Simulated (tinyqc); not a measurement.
Against the doping: grain-boundary trapping model (Seto) of a polycrystalline semiconductor film. Computed by tinyqc, a small Python program. Command: `OMP_NUM_THREADS=1 python tinyqc.py 3026534 3026535 out.jsonl poly walk`. One thread of a shared host (Intel(R) Xeon(R) Processor @ 2.30GHz), about 0.01 s of CPU time with the checks.

Grains of equal size L are joined by thin boundaries with one trap level. Trapped carriers deplete a width W on each side and raise a barrier, crossed by thermionic emission. Dopants are fully ionised, statistics are non-degenerate and mu_g does not depend on T.

Inputs (values chosen for the exercise, modelled on polycrystalline silicon):
```
quantity                                     value        unit
permittivity eps                              11.7           -
effective mass m                              0.36         m_0
effective density of states at 300 K, N_c  2.1e+19      1/cm^3
grain size L                                   170          nm
trap density Q_t                           1.7e+12      1/cm^2
trap level E_t below the band edge            0.53          eV
mobility inside the grains mu_g                 97  cm^2/(V s)
temperature T                                  300           K
```

Grain interior: resistance included.

Constants: e = 1.602176634e-19 C; eps_0 = 8.8541878128e-12 F/m; k_B = 8.617333262e-05 eV/K; m_0 = 9.1093837015e-31 kg; k_B = 1.380649e-23 J/K.

Method:
- If all traps fill, the grain is just depleted at N* = Q_t/L, with the barrier e Q_t L/(8 eps eps_0).
- N_c(T) = N_c (T/300 K)^(3/2). Filled traps Q = Q_t/(1 + (1/2) exp((E_t* - E_F)/k_B T)), where E_t* = e V_B - E_t and E_F are counted from the band edge at the grain centre. Partial depletion: Q = 2 N W, V_B = e N W^2/(2 eps eps_0), E_F = k_B T ln(N/N_c); solve for W. If that W would exceed L/2 the grain is fully depleted: W = L/2, Q = N L, and E_F follows from the trap equation. Centre density n_0 = N_c exp(E_F/k_B T).
- Boundary: sigma_b = L e^2 n_0 exp(-e V_B/k_B T)/sqrt(2 pi m k_B T); drift through the grain, depleted parts included: rho_g = [(1 - 2W/L) + (2W/L) int_0^1 exp(y^2 s^2) ds]/(e n_0 mu_g); rho = 1/sigma_b + rho_g. Mean carrier density n_av = n_0 [(1 - 2W/L) + (2W/L) (sqrt(pi)/2) erf(y)/y], y = sqrt(e V_B/k_B T); effective mobility 1/(e n_av rho).

N* = 1.00e+17 1/cm^3

The same film:
```
N (1/cm^3)  W (nm)  V_B (V)  mean density (1/cm^3)  mobility (cm^2/(V s))  rho (ohm cm)
3.00e+15    85.000  0.01676             6.3593e+08             8.9026e+01    1.1025e+08
1.00e+16    85.000  0.05587             7.3362e+09             5.8362e+01    1.4578e+07
2.50e+16    85.000  0.13968             3.6958e+11             8.2784e+00    2.0400e+06
5.00e+16    85.000  0.27935             1.7427e+14             8.9287e-02    4.0112e+05
8.00e+16    78.118  0.37751             2.3528e+16             2.2883e-03    1.1593e+05
1.20e+17    62.489  0.36235             5.2664e+16             3.0042e-03    3.9450e+04
2.00e+17    42.372  0.27767             1.2726e+17             5.7480e-02    8.5325e+02
4.00e+17    21.250  0.13967             3.3809e+17             8.2449e+00    2.2391e+00
1.00e+18     8.500  0.05587             9.5802e+17             7.0141e+01    9.2885e-02
4.00e+18     2.125  0.01397             3.9846e+18             9.1707e+01    1.7081e-02
```

What does the comparison show, and why?

The barrier peaks among these rows at N = 8.0e16 (0.378 V) and the mobility has its minimum at 8.0e16; N* is 1.0e17. While the grain is fully depleted (W = L/2) V_B grows as N; once all traps are filled it falls as 1/N (last exponent -1.00). Partly depleted rows (W < L/2) with e V_B below 2 k_B T stretch the depletion approximation. Where N approaches N_c the non-degenerate statistics fail. rho drops most steeply, as N^-8.6, between 2.0e17 and 4.0e17.

Extremes, crossings and ranges named in words are read from the listed rows.
